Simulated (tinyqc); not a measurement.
Regular and subregular solution with a miscibility gap: one step, computed by the program tinyqc.

Per mole of mixing sites: G(x) = x (1 - x) [L0 + L1 (1 - 2x)] + R T [x ln x + (1 - x) ln(1 - x)], x the fraction of B.

Question. Critical point. The spinodal is G'' = 0, R T_s(x) = x (1 - x) [2 L0 + 6 L1 (1 - 2x)]; the critical point is its maximum.

Inputs (values chosen for the exercise, for a model semiconductor alloy): asymmetry L1 = 0 kJ/mol.

L0 = 2.383236 kJ/mol

Constants: R = 8.314462618 J/(mol K).

Give: critical composition x_c; critical temperature T_c.

Answer.

critical composition x_c = 0.5

critical temperature T_c = 143.3 K

With L1 = 0 this is x_c = 1/2 and T_c = L0/(2 R).
